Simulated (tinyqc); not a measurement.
Stepped quantum well by finite differences, step by step. Values are carried at full precision from step to step, so a last printed digit may differ when a step is redone from the rounded ones.

Finite differences on points z_i at the centres of cells of width h: H_ii = (c/h^2)(1/m_(i-1/2) + 1/m_(i+1/2)) + V_i, H_(i,i+1) = -(c/h^2)/m_(i+1/2), where m_(i+1/2) is the mean of the masses at the two points (the end values are repeated outwards), psi = 0 on the points beyond both ends, c = hbar^2/2m0. The field adds e F (z - z0) with z0 the middle of the structure; 1 kV/cm = 1e-5 eV/angstrom.

Constants: hbar^2/2m0 = 3.80998211 eV angstrom^2.

Parameters, chosen for this exercise (near those of a non-polar GaN well in AlGaN; shifted at random, so the results belong to these values and not to a real crystal):
```
symbol  value                                                                       unit      meaning
layers  ((36, 0.405, 0.232), (24, 0, 0.2), (36, 0.17, 0.2134), (36, 0.405, 0.232))            each layer: thickness in angstrom, band edge in eV, mass in m0
F       0                                                                           kV/cm     field along z
h       12                                                                          angstrom  cell width of the coarse grid
hf      0.75                                                                        angstrom  cell width of the fine grid
```

## The coarse grid

List the points, the potential with the field, and the masses.

Grid:
```
i,z (angstrom),V (eV),m (m0)
1,6.0,0.4050,0.2320
2,18.0,0.4050,0.2320
3,30.0,0.4050,0.2320
4,42.0,0.0000,0.2000
5,54.0,0.0000,0.2000
6,66.0,0.1700,0.2134
7,78.0,0.1700,0.2134
8,90.0,0.1700,0.2134
9,102.0,0.4050,0.2320
10,114.0,0.4050,0.2320
11,126.0,0.4050,0.2320
```

## The tridiagonal Hamiltonian

Form the diagonal and the neighbouring elements; V in the grid already includes the field.

diagonal H_ii (eV): 0.6331  0.6331  0.6415  0.2548  0.2603  0.4220  0.4180  0.4128  0.6379  0.6331  0.6331

H_(i,i+1) (eV): -0.1140  -0.1140  -0.1225  -0.1323  -0.1280  -0.1240  -0.1240  -0.1188  -0.1140  -0.1140

## Lowest levels on the coarse grid

Diagonalise the symmetric tridiagonal matrix; give the three lowest levels and the weights u_i^2 (sum 1) of the two lowest.

levels (eV): 0.0821  0.2284  0.3161

weights on the points:
```
,1,2,3,4,5,6,7,8,9,10,11
level 1,0.000,0.001,0.021,0.393,0.470,0.094,0.018,0.003,0.000,0.000,0.000
level 2,0.000,0.002,0.016,0.153,0.002,0.171,0.366,0.262,0.026,0.002,0.000
```

## Halving the cell width

The same with h, h/2, ..., h/32. The end points move with h, since psi vanishes half a cell beyond the structure. Richardson value (4 E(h/32) - E(h/16))/3.

Convergence:
```
cell (angstrom),points,E1 (eV),E2 (eV),E1 - finest (meV)
12.0000,11,0.08205,0.22842,-15.861
6.0000,22,0.09348,0.23781,-4.433
3.0000,44,0.09678,0.24038,-1.129
1.5000,88,0.09764,0.24104,-0.271
0.7500,176,0.09786,0.24121,-0.054
0.3750,352,0.09791,0.24126,0.000
```

Richardson values of E1, E2 (eV): 0.09793  0.24127

The coarse grid is 15.9 meV too low in E1. The last differences between rows shrink by a factor 4.0 (4 for a pure h^2 error, 2 for one linear in h).

## Positions and dipoles on the fine grid

With h sum psi^2 = 1: <z - z0> of three levels, |z_12| and |z_13|, the mass m1 from 1/m1 = <1|1/m|1>, and f_1j = (m1/c)(E_j - E_1) z_1j^2.

levels (eV): 0.0979  0.2412  0.3647

<z - z0> (angstrom): -14.2  8.6  0.0

|z_12|, |z_13| (angstrom): 8.80  4.86

m1 = 0.2035 m0

f_12, f_13: 0.593  0.337

Parity is broken, so the 1-3 transition is allowed, with 0.57 times the strength of 1-2. E2 - E1 = 143.4 meV, a wavelength of 8.6 micrometre (hc = 1239.841984 eV nm).

## Checks

- E1 at zero field on the grid h/32 against transfer matrices between the same hard ends, eV: both 0.0979.

(tinyqc, `OMP_NUM_THREADS=1 python tinyqc.py 1280014 1280015 out.jsonl`, Intel(R) Xeon(R) Processor @ 2.30GHz, 1 thread, shared host, about 0.03 s.)
